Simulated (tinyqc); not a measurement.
Specific resistance of a metal-semiconductor contact and its transmission-line measurement: one step, computed by the program tinyqc.

The barrier is parabolic (depletion approximation), energies E are normal energies counted from the band edge in the neutral semiconductor (downwards for holes), and the bias is zero. xi is an input, held fixed when other inputs move.

Problem. Tunnelling energy and barrier. E_00 = (e hbar/2) sqrt(N/(eps eps_0 m)); band bending E_b = phi_B + xi; depletion width w = sqrt(2 eps eps_0 E_b/(e^2 N)). Image lowering d_phi = (e^3 N E_b/(8 pi^2 (eps eps_0)^3))^(1/4) (E_b in volts), and E_b - d_phi replaces E_b everywhere except in w.

Inputs (values chosen for the exercise, modelled on n-type In0.53Ga0.47As):
```
quantity                                         value    unit
tunnelling mass m                                0.044     m_0
permittivity eps                                  13.9       -
barrier height phi_B                               0.2      eV
doping N                                         2e+19  1/cm^3
Fermi level above the band edge in the bulk, xi   0.45      eV
temperature T                                      300       K
```

Image-force lowering: included.

Constants: hbar = 1.054571817e-34 J s; eps_0 = 8.8541878128e-12 F/m; m_0 = 9.1093837015e-31 kg; k_B = 8.617333262e-05 eV/K; e = 1.602176634e-19 C.

Give: E_00; E_00/k_B T; depletion width; barrier used, above the bulk band edge.

Solution.

E_00 = 106.2 meV

E_00/k_B T = 4.107

depletion width = 7.066 nm

barrier used, above the bulk band edge = 0.5119 eV

By the usual rule this is thermionic-field emission (0.5 to 5 k_B T).
